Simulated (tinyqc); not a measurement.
Potential-pH (Pourbaix) lines of a metal, its cation, its oxide and an oxyanion, with a complexing ligand: one step, computed by the program tinyqc. Command: `OMP_NUM_THREADS=1 python tinyqc.py 3002326 3002327 out.jsonl pourb walk`. One thread of a shared host (Intel(R) Xeon(R) Processor @ 2.30GHz), about 0.02 s of CPU time with the checks.

Potentials are against the standard hydrogen electrode; solids and water have unit activity; dG_f of M, H+ and the electron is zero; F = e N_A and s = R T ln(10)/F. The cation carries z = 2.

Problem. Vertical lines. M2+ + 2e = M; MO + 2H+ + 2e = M + H2O; MO2(2-) + 4H+ + 2e = M + 2H2O. For each, E0 = -dG/(z F), and E = E0 + (s/z) log10 a - (s n_H/z) pH, with no activity term for the oxide. Two oxidised species coexist where their lines against the metal cross: pH1 (cation/oxide) = [E0(oxide) - E0(cation)]/s - (log10 a)/z; pH2 (oxide/oxyanion) = {[E0(oxyanion) - E0(oxide)]/s + (log10 a)/z}/(4/z - 1).

Inputs (values chosen for the exercise, modelled on zinc): temperature T = 298.15 K; log10 of the dissolved activity a = -3.

Species: M, M2+, MO, MO2(2-).

E0 (V): cation -0.7674742, oxide -0.4222922, oxyanion 0.4801766

s = 0.05915935 V

Give: pH1; pH2; width of the oxide field, pH2 - pH1.

Solution.

pH1 = 7.335

pH2 = 13.75488

width of the oxide field, pH2 - pH1 = 6.420

The oxide is stable from pH 7.33 to 13.75; each decade less of dissolved metal narrows this field by 1.00 pH units.
